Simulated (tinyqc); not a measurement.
Slow cooling against a quench: self-consistent Fermi level with native defects, at growth and after a quench. Computed by tinyqc, a small Python program. Command: `OMP_NUM_THREADS=1 python tinyqc.py 3021128 3021129 out.jsonl scfermi walk`. One thread of a shared host (Intel(R) Xeon(R) Processor @ 2.30GHz), about 0.06 s of CPU time with the checks.

Energies are counted from the top of the valence band (VBM); when the gap shrinks with temperature the conduction band moves and the levels stay. The added dopant is taken as fully ionised. D and A draw on one reservoir with opposite signs, as the two vacancies of a compound do.

Inputs (values chosen for the exercise, for a model semiconductor):
```
quantity,value,unit
gap E_g at 300 K,2.14,eV
slope -dE_g/dT above 300 K,0.00065,eV/K
electron mass m_e,0.435,m_0
valleys M_c,3,-
hole mass m_h,0.986,m_0
E_f of the neutral native donor D,1.582,eV
E_f of the neutral native acceptor A,1.365,eV
shift s of the chemical potential,-0.24,eV
site density N_s,4.1e+22,cm^-3
dopant density N_X,2e+17,cm^-3
growth temperature T_g,1180,K
temperature of use T,300,K
```

Added shallow dopant: donor.

levels of D above the VBM, most positive state first (eV): [0.978, 1.4]

levels of A above the VBM, (0/-1) first (eV): [0.812, 1.21]

Constants: m_0 = 9.1093837015e-31 kg; k_B = 1.380649e-23 J/K; h = 6.62607015e-34 J s; k_B = 8.617333262e-05 eV/K.

Method:
- E_f(D, 0) = input + s and E_f(A, 0) = input - s; E_f(q, E_F = 0) follows from the levels, eps(q/q-1) = E_f(q - 1) - E_f(q) at E_F = 0.
- E_g(T) = E_g - slope x max(0, T - 300 K).
- N_c = 2 M_c (2 pi m_e k_B T/h^2)^(3/2) and N_v = 2 (2 pi m_h k_B T/h^2)^(3/2), masses in units of m_0.
- At growth T = T_g.
- n = N_c F_1/2((E_F - E_g)/k_B T), p = N_v F_1/2(-E_F/k_B T).
- F_1/2(eta) = (2/sqrt(pi)) int_0^infinity sqrt(x)/(1 + exp(x - eta)) dx, by the trapezoid rule in t = sqrt(x) with step 0.02 up to t = 12 (for eta < -12 by exp(eta) - exp(2 eta)/2^(3/2)).
- In equilibrium c_q = N_s exp(-(E_f(q, 0) + q E_F)/k_B T).
- Net charge = p - n + sum q c_q + N_X; the log ratio is ln(positive charge/negative charge).
- E_F is the root of the log ratio, by 50 bisections between -0.5 eV and E_g + 0.5 eV.
- After a quench the totals of D and A stay as grown, and each is shared among its charge states with weights exp(-(E_f(q, 0) + q E_F)/k_B T).
- Each E_F by bisection; full equilibrium lets the defects form and vanish at every T.

E_f(q, E_F = 0) (eV): D(+2) -1.036, D(+1) -0.058, D(0) 1.342, A(0) 1.605, A(-1) 2.417, A(-2) 3.627

total D = 1.67287e+18 cm^-3

total A = 1.60968e+17 cm^-3

Two histories (densities in cm^-3):
```
T (K),"E_F, equilibrium (eV)",n,p,all defects,"E_F, frozen (eV)","n, frozen","p, frozen"
1000,1.1609,2.9991e+17,2.1091e+14,1.6433e+17,1.2867,1.2876e+18,4.8993e+13
830,1.3150,1.2014e+17,1.1708e+12,4.5852e+16,1.4266,5.7048e+17,2.4618e+11
650,1.4488,1.7486e+16,4.5801e+08,9.1897e+16,1.5180,6.0153e+16,1.3311e+08
480,1.5462,4.3059e+14,2.9010e+03,9.9799e+16,1.5052,1.5986e+14,7.8139e+03
300,1.6464,1.1043e+11,5.3867e-09,1.0000e+17,1.4657,1.0173e+08,5.8469e-06
```

At 300 K equilibrium would leave 1.00e17 defects per cm^3 against 1.83e18 frozen in, and E_F differs by -0.181 eV. The majority density of the quenched sample is 9.2e-4 times the equilibrium one. Real samples lie between, set by the temperature at which diffusion stops.
